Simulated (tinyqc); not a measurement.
# Electron mobility in a silicon inversion layer, empirical terms and Matthiessen rule: effect of the temperature

Inversion layer of sheet density Ns on a uniformly doped body, under a high-permittivity gate with an interlayer. The mobility terms are empirical power laws with prefactors chosen for the exercise; adding their inverses (Matthiessen) is itself an approximation.

Nc and Nv are given at 400 K and scale as (T/400 K)^1.5; Eg is fixed. ni = sqrt(Nc Nv) exp(-Eg/(2 Vt)), Eg in volts; Ndep = sqrt(2 eps0 eps_r Nb (2 Vt ln(Nb/ni) + Vsb)/q); E = q (Ndep + eta Ns)/(eps0 eps_r), in MV/cm. With t = T/(300 K): muC = Ac (Ns/1e12 cm^-2) t/(Nb/1e17 cm^-3 + Nit/1e11 cm^-2), muP = Ap E^(-1/3) t^(-1.75), muS = As E^(-gs), muR = Ar exp(2 ti/lr)/t; 1/mu is the sum of the inverses.

Values chosen for this exercise; material values close to those of silicon:
- Eg = 1.14 eV (band gap)
- eps_r = 11.5 (relative permittivity of the semiconductor)
- Nc = 4.39e19 cm^-3 (conduction-band density of states at the reference temperature)
- Nv = 4.02e19 cm^-3 (valence-band density of states at the reference temperature)
- Nb = 6.3e17 cm^-3 (body doping)
- Vsb = 0 V (reverse body bias)
- eta = 0.5 (weight of the inversion charge in the effective field)
- Ap = 430 cm^2/(V s) (phonon-limited mobility at 1 MV/cm and 300 K)
- As = 1020 cm^2/(V s) (roughness-limited mobility at 1 MV/cm)
- gs = 2 (exponent of the roughness term)
- Ac = 3500 cm^2/(V s) (Coulomb prefactor)
- Nit = 1.1e12 cm^-2 (charge at the interface)
- Ar = 270 cm^2/(V s) (remote-phonon mobility without interlayer)
- ti = 0.9 nm (interlayer thickness)
- lr = 0.6 nm (decay length of remote phonons)
- Ns = 1.8e12 cm^-2 (inversion density)

Constants: q = 1.602176634e-19 C, kB = 1.380649e-23 J/K, Vt = kB T/q, eps0 = 8.8541878128e-14 F/cm where lengths are in cm. Results are converted to the units shown.

Result of one run:
```
T (K)  E (MV/cm)  muC (cm^2/(V s))  muP (cm^2/(V s))  muS (cm^2/(V s))  muR (cm^2/(V s))  mu (cm^2/(V s))
250       0.5845             303.5             707.6              2985              6508            192.4
```

What becomes of these results when the temperature T is changed from 250 to 400 K, all else the same?

Result of the changed run:
```
T (K)  E (MV/cm)  muC (cm^2/(V s))  muP (cm^2/(V s))  muS (cm^2/(V s))  muR (cm^2/(V s))  mu (cm^2/(V s))
400       0.5522             485.5             316.8              3345              4067            173.6
```

The whole series:
```
T (K)  E (MV/cm)  muC (cm^2/(V s))  muP (cm^2/(V s))  muS (cm^2/(V s))  muR (cm^2/(V s))  mu (cm^2/(V s))
120       0.6066             145.7              2525              2772           1.356e4            129.9
160       0.6005             194.2              1531              2829           1.017e4            159.9
200       0.5937             242.8              1040              2893              8135            180.2
250       0.5845             303.5             707.6              2985              6508            192.4
300       0.5745             364.2             517.3              3090              5423            192.8
350       0.5637             424.9             397.5              3210              4648            185.3
400       0.5522             485.5             316.8              3345              4067            173.6
450       0.5400             546.2             259.7              3498              3615            160.2
```

As T goes from 120 to 450 K, E falls from 0.607 to 0.540 MV/cm and mu goes from 130 through a maximum of 193 (at T = 300 K among the rows listed) to 160 cm^2/(V s). The smallest term is the Coulomb one in the first row and the phonon one in the last. Coulomb scattering weakens and phonon scattering grows with T, hence the maximum. For T = 120 to 160 K dopant freeze-out and degenerate screening, left out here, matter.

Numbers from tinyqc (`OMP_NUM_THREADS=1 python tinyqc.py 2510106 2510107 out.jsonl`; about 0.01 s on one thread of a shared Intel Xeon 2.30GHz).
